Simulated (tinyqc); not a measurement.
Atomic layer deposition: Langmuir saturation, growth per cycle and coating of deep features: one step, computed by the program tinyqc.

Precursor A sticks only on free sites, so a long enough pulse saturates; co-reactant B then frees the sites again.

Question. Steady growth per cycle. One cycle from coverage th0: pulse A gives th1 = th_s + (th0 - th_s) exp(-(k_a + k_d) t), th_s = k_a/(k_a + k_d); the purge leaves th2 = th1 exp(-k_d t_p); pulse B converts c_B th2 into film and leaves th3 = (1 - c_B) th2. Growth = G c_B th2. The periodic state has th0 = th3: th0 = (1 - c_B) e_p th_s (1 - e_a)/(1 - (1 - c_B) e_p e_a), with e_a = exp(-(k_a + k_d) t), e_p = exp(-k_d t_p). Share of impinging molecules used = q (th1 - th0)/(F t).

Inputs (values chosen for the exercise, modelled on silicon dioxide from an aminosilane and ozone):

| quantity | value | unit |
|---|---|---|
| site density q | 2.4 | 1/nm^2 |
| growth per cycle at saturation G | 1.3 | angstrom |
| temperature T | 325 | C |
| pulse time t | 0.13 | s |
| co-reactant completion per pulse c_B | 0.99 | - |
| purge time t_p | 1.3 | s |

k_a = 6.431537 1/s

k_d = 0.01482271 1/s

flux F = 17150.76 1/(nm^2 s)

Give: coverage after pulse A; growth per cycle; share of impinging molecules used.

Answer.

coverage after pulse A = 0.5685

growth per cycle = 0.7178 angstrom

share of impinging molecules used = 6.060e-04

The pulse is 0.84 filling times long: not fully saturated, so thickness still depends somewhat on the local dose. Caution: many metal-organic precursors decompose at such temperatures, which adds growth left out here.
